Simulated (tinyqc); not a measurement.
Angle series: uniform film or islands? Model: X-ray photoelectron analysis of a thin oxide on a semiconductor: attenuation lengths, thickness, angle series and band offsets. Computed by tinyqc, a small Python program. Command: `OMP_NUM_THREADS=1 python tinyqc.py 3112175 3112176 out.jsonl xps walk`. One thread of a shared host (Intel(R) Xeon(R) Processor @ 2.30GHz), about 0.01 s of CPU time with the checks.

The same element is seen in the oxide and in the substrate, at nearly the same kinetic energy; films are flat and uniform, and the work function is ignored.

Inputs (values chosen for the exercise, modelled on SiO2 on 4H-SiC):
```
quantity                                          value     unit
photon energy                                       650       eV
binding energy of the core level                  100.5       eV
oxide density                                      2.18   g/cm^3
oxide formula mass                                60.08    g/mol
valence electrons per oxide formula                  16        -
oxide gap                                          9.06       eV
substrate density                                  3.21   g/cm^3
substrate formula mass                             40.1    g/mol
valence electrons per substrate formula               8        -
substrate gap                                      3.26       eV
oxide thickness d                                   2.4       nm
emission angle from the normal                       55  degrees
attenuation length over inelastic mean free path   0.93        -
carbon overlayer                                  0.023       nm
```

Method:
- TPP-2M: lambda = E/(E_p^2 [b ln(c E) - C/E + D/E^2]) in angstrom, E_p = 28.8 sqrt(N_v rho/M), b = -0.10 + 0.944/sqrt(E_p^2 + E_g^2) + 0.069 rho^0.1, c = 0.191/sqrt(rho), U = N_v rho/M, C = 1.97 - 0.91 U, D = 53.4 - 20.8 U, with E = photon energy less binding energy in eV.
- Attenuation length L = factor x lambda.
- R_0 = (rho_o/M_o) L_o/((rho_s/M_s) L_s); peak ratio R = I_ox/I_sub = R_0 [exp(d/(L_o cos theta)) - 1]; hence d = L_o cos theta ln(1 + R/R_0). A carbon layer weakens both peaks alike, by exp(-d_C/(L_o cos theta)) if its L is taken equal to L_o. This R_0 leaves out intrinsic losses from the substrate peak, so calibrated values can be larger.
- Islands: half of the surface carries 2 d and half none, R = R_0 (1/2)(1 - t)/(1/2 + t/2) with t = exp(-2 d/(L_o cos theta)); the apparent thickness is read with the uniform formula.

R_0 = 0.606635

L in the oxide = 1.80724 nm

Against the angle:
```
theta (degrees)  R, uniform  R, islands  apparent d, islands (nm)
0                      1.68     0.52702                    1.1300
20                     1.89     0.53880                    1.0794
35                     2.46     0.56101                    0.9694
45                     3.36     0.57892                    0.8563
55                     5.54     0.59492                    0.7085
65                    13.44     0.60438                    0.5280
75                   102.02     0.60659                    0.3242
```

A uniform film gives d = 2.4 nm at every angle. The island film of the same volume reads 1.13 nm at normal emission and 0.324 nm at 75 degrees; its ratio cannot pass R_0, since the bare half always shows the substrate.

Extremes, crossings and ranges named in words are read from the listed rows.
